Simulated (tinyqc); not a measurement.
# MOS capacitor on a p-type substrate, surface potential from the exact charge relation, step by step

Numbers from tinyqc (`OMP_NUM_THREADS=1 python tinyqc.py 2060055 2060056 out.jsonl`; about 0.01 s on one thread of a shared Intel Xeon 2.30GHz). Printed values are rounded.

Uniform p-type substrate, Boltzmann statistics, full ionisation, classical densities. psi is the surface potential against the body (positive when the bands bend down) and u = psi/Vt. Traps are spread evenly over the gap and neutral at flat band, so their charge is -q Dit psi; the minority quasi-Fermi level is shifted by Vb.

Parameters, values chosen for the exercise; band and dielectric values close to those of silicon:

| symbol | value | unit | meaning |
|---|---|---|---|
| T | 325 | K | temperature |
| Eg | 1.14 | eV | band gap |
| eps_r | 11.7 |  | relative permittivity |
| Nc | 3.19e19 | cm^-3 | conduction-band density of states at T |
| Nv | 3.04e19 | cm^-3 | valence-band density of states at T |
| chi | 4.07 | eV | electron affinity |
| N | 2.7e15 | cm^-3 | acceptor density of the substrate |
| eox | 3.9 |  | relative permittivity of the gate insulator (close to silicon dioxide) |
| tox | 6 | nm | insulator thickness |
| phiM | 4.59 | eV | gate work function |
| Nf | 0 | cm^-2 | fixed charge at the interface, in units of q |
| Dit | 1.6e10 | cm^-2 eV^-1 | density of interface traps |
| Vb | 0 | V | reverse bias of the inversion layer against the body |
| Vg | 2.04 | V | gate voltage against the body |

Constants: q = 1.602176634e-19 C, kB = 1.380649e-23 J/K, Vt = kB T/q, eps0 = 8.8541878128e-14 F/cm where lengths are in cm. Results are converted to the units shown.

Range of the model: At this gate voltage the surface density exceeds 0.3 of the band density of states, so degeneracy and confinement would lower the charge and capacitance.

## Flat band, threshold and scales

ni = sqrt(Nc Nv) exp(-Eg/(2 Vt)), Eg in volts; phiF = Vt ln(N/ni); Cox = eps0 eox/tox; Vfb = phiM - chi - (Eg - Vt ln(Nv/N)) - q Nf/Cox; Q0 = sqrt(2 eps0 eps_r q N Vt); r = (ni/N)^2 exp(-Vb/Vt); VT = Vfb + [(2 phiF + Vb)(1 + q Dit/Cox) + sqrt(2 eps0 eps_r q N (2 phiF + Vb))/Cox].

ni = 4.511662e10 cm^-3
phiF = 0.3080560 V
Cox = 0.5755222 uF/cm^2
Vfb = -0.3587304 V
Q0 = 5.010113 nC/cm^2
r = 2.792194e-10
VT = 0.3009566 V

## Starting value

psi = Vg - Vfb, limited to the range from -4 Vt to +(2 phiF + Vb + 4 Vt).

psi at the start = 0.7281373 V

## Iteration 1: Newton step for the surface potential

u = psi/Vt; F^2 = exp(-u) + u - 1 + r (exp(u) - u - 1); Qs = -sign(u) Q0 F; Cs = -dQs/dpsi = (Q0/Vt) |1 - exp(-u) + r (exp(u) - 1)|/(2 F). f = Vfb + psi + (q Dit psi - Qs)/Cox - Vg, f' = 1 + (Cs + q Dit)/Cox, psi(new) = psi - f/f'.

u = 25.99902
F = 8.921725
Qs = -44.69885 nC/cm^2
Cs = 0.5574075 uF/cm^2
f = -1.589683 V
f' = 1.972979
psi after iteration 1 = 1.533865 V

## Iteration 2: Newton step for the surface potential

As before.

u = 54.76850
F = 1.305572e7
Qs = -6.541064e7 nC/cm^2
Cs = 1.167783e6 uF/cm^2
f = 1.136536e5 V
f' = 2.029085e6
psi after iteration 2 = 1.477853 V

This iterate lies far beyond the solution, so its charge is not a physical one.

## Iteration 3: Newton step for the surface potential

As before.

u = 52.76851
F = 4.802971e6
Qs = -2.406342e7 nC/cm^2
Cs = 4.296068e5 uF/cm^2
f = 41810.55 V
f' = 7.464654e5
psi after iteration 3 = 1.421841 V

This iterate lies far beyond the solution, so its charge is not a physical one.

## Course of the Newton iteration

Stop when the step is below 1e-10 V, or after 60 iterations.

Course of the iteration:
```
iteration  psi before the step (V)    f (V)   step (V)
1                        0.7281373    -1.59      0.806
2                         1.533865   1.14e5    -0.0560
3                         1.477853   4.18e4    -0.0560
4                         1.421841   1.54e4    -0.0560
5                         1.365832     5660    -0.0560
6                         1.309830     2080    -0.0560
7                         1.253848      765    -0.0559
8                         1.197923      281    -0.0558
9                         1.142159      103    -0.0553
10                        1.086847     37.6    -0.0541
11                        1.032796     13.4    -0.0507
12                       0.9821243     4.58    -0.0424
13                       0.9397050     1.36    -0.0265
14                       0.9132060    0.270   -8.38e-3
15                       0.9048258   0.0187   -6.69e-4
16                       0.9041571  1.07e-4   -3.88e-6
17                       0.9041532  3.58e-9  -1.30e-10
18                       0.9041532  < 1e-12    < 1e-13
```

Converged in 18 iterations. In 8 iterations the step is within 3 % of 2 Vt = 56.0 mV: there Qs grows as exp(|u|/2), and a Newton step on such an exponential moves psi by 2 Vt whatever the distance left.

## Charges, field and capacitances at the solution

converged psi = 0.9041532 V

u = psi/Vt; F^2 = exp(-u) + u - 1 + r (exp(u) - u - 1); Qs = -sign(u) Q0 F; Cs = -dQs/dpsi = (Q0/Vt) |1 - exp(-u) + r (exp(u) - 1)|/(2 F). Low frequency: 1/C_LF = 1/Cox + 1/(Cs + q Dit). High frequency, in the simple estimate in which traps and minority carriers do not follow: 1/C_HF = 1/Cox + 1/Cd, Cd being Cs with r = 0 at the same psi. Minority sheet density N_inv = (Q0/(2 q)) int_0^u r (exp(t) - 1)/F(t) dt for u > 0. Oxide field |Qs - q Dit psi + q Nf|/(eps0 eox).

Qs = -857.8446 nC/cm^2
N_inv = 5.196344e12 cm^-2
oxide field = 2.490962 MV/cm
Cs = 15.29937 uF/cm^2
C_LF/Cox = 0.9637522
C_HF/Cox = 0.02703559

The surface is in strong inversion (borders at |psi| = 0, phiF + Vb and 2 phiF + Vb = 0.616 V). Minority carriers make up 97.1 % of Qs.
